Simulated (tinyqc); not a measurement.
Inside a calculation. Model: two-step dopant diffusion (predeposition and drive-in) with a constant diffusivity. Computed by tinyqc, a small Python program that keeps every step. Command: `OMP_NUM_THREADS=1 python tinyqc.py 3000688 3000689 out.jsonl dopdiff walk`. One thread of a shared host (Intel(R) Xeon(R) Processor @ 2.30GHz), about 0.05 s of CPU time with the checks. Intermediate numbers are printed to about 5 digits and carried at full precision; extremes and crossings named in words are read from the listed rows.

Fick diffusion into a half space x > 0 whose background doping C_B is of the opposite type, so that a junction lies where C = C_B.

Inputs (values chosen for the exercise, modelled on gallium in silicon):
```
quantity                         value        unit
prefactor D0                     0.307      cm^2/s
activation energy E               3.38          eV
surface concentration C_s      9.3e+18      1/cm^3
background doping C_B          8.1e+16      1/cm^3
predeposition temperature T1      1050           C
predeposition time t1               15         min
drive-in temperature T2           1025           C
drive-in time t2                   120         min
mean mobility in the layer mu      220  cm^2/(V s)
ramp rate                           20       C/min
stand-by temperature               800           C
```

Furnace ramps of the drive-in: linear ramps.

Constants: k_B = 8.617333262e-05 eV/K; e = 1.602176634e-19 C.

## Diffusivities

D = D0 exp(-E/(k_B T)). Temperatures in kelvin are T(C) + 273.15. Times in seconds are 60 times the minutes.

D1 = 4.1018e-14 cm^2/s

D2 = 2.3176e-14 cm^2/s

product D1 t1 = 3.6916e-11 cm^2

## Thermal budget with ramps

One ramp between the stand-by temperature and T2 adds int D dT / rate (40-point Gauss-Legendre); the usual estimate counts it as an extra time k_B T2^2/(E rate) at T2. (Dt)2 = D2 t2 + two ramps, times in seconds.

budget of one ramp = 2.8035e-12 cm^2

estimated extra time of one ramp = 2.1482 min

drive-in budget (Dt)2 = 1.7248e-10 cm^2

The integral equals 2.02 min at T2, against the estimate 2.15 min; both ramps make 3.3 % of the budget.

## Predeposition

C = C_s erfc(x/(2 sqrt(D1 t1))); dose Q = 2 C_s sqrt(D1 t1/pi); the junction solves erfc(z) = C_B/C_s with x_j = 2 z sqrt(D1 t1).

dose Q = 6.3760e+13 1/cm^2

z = 1.8549

junction depth after predeposition = 0.22540 um

## Drive-in as a Gaussian

With a sealed surface and a thin source, C = Q/sqrt(pi (Dt)2) exp(-x^2/(4 (Dt)2)); x_j = 2 sqrt((Dt)2 ln(C(0)/C_B)); gradient at the junction |dC/dx| = C_B x_j/(2 (Dt)2).

surface concentration C(0) (Gaussian) = 2.7391e+18 1/cm^3

junction depth x_j = 0.49286 um

gradient at the junction = 1.1573e+22 1/cm^4

The drive-in moves the junction from 0.225 to 0.493 um and lowers the surface value by a factor 3.40. Caution: the drive-in budget is under fifteen times D1 t1, so the source is not thin and the Gaussian junction is too shallow. Caution: C_s exceeds the intrinsic carrier density of silicon at the predeposition temperature (2e18 to 1e19 per cm^3), where real diffusivities rise with concentration and profiles turn box-like.

## Sheet resistance

Net dose Q_net = Q erf(x_j/(2 sqrt((Dt)2))) - C_B x_j; R_s = 1/(e mu Q_net), with every dopant ionised and one mobility.

net dose = 5.9260e+13 1/cm^2

sheet resistance R_s (Gaussian) = 478.75 ohm/square

## Exact junction depth

Exact two-step profile: C = (2 C_s/pi) int_0^alpha exp(-beta (1 + u^2))/(1 + u^2) du with alpha = sqrt(D1 t1/(Dt)2), beta = x^2/(4 (D1 t1 + (Dt)2)). The integral takes 48 Gauss-Legendre points; solve C(x) = C_B.

exact junction depth = 0.52213 um

## Gaussian against the exact two-step profile

Gaussian: C = Q/sqrt(pi (Dt)2) exp(-x^2/(4 (Dt)2)). Depths are fractions of the Gaussian x_j.

Profiles:
```
x/x_j   x (um)  Gaussian (1/cm^3)  exact (1/cm^3)   ratio
0.0    0.00000         2.7391e+18      2.5655e+18  1.0677
0.2    0.09857         2.3793e+18      2.2667e+18  1.0497
0.4    0.19714         1.5594e+18      1.5638e+18  0.9972
0.6    0.29572         7.7112e+17      8.4326e+17  0.9145
0.8    0.39429         2.8772e+17      3.5593e+17  0.8084
1.0    0.49286         8.1000e+16      1.1782e+17  0.6875
1.2    0.59143         1.7206e+16      3.0659e+16  0.5612
```

With D1 t1/(Dt)2 = 0.21, the Gaussian is 6.8 % high at the surface and 31 % low at its own junction; the exact junction lies at 0.5221 um, 5.9 % deeper. The dose is the same, but the real source already has a width, which carries into the tail.

Checks made by the program: exact profile against the direct convolution of the erfc with the Gaussian kernel (relative difference below 1e-10).
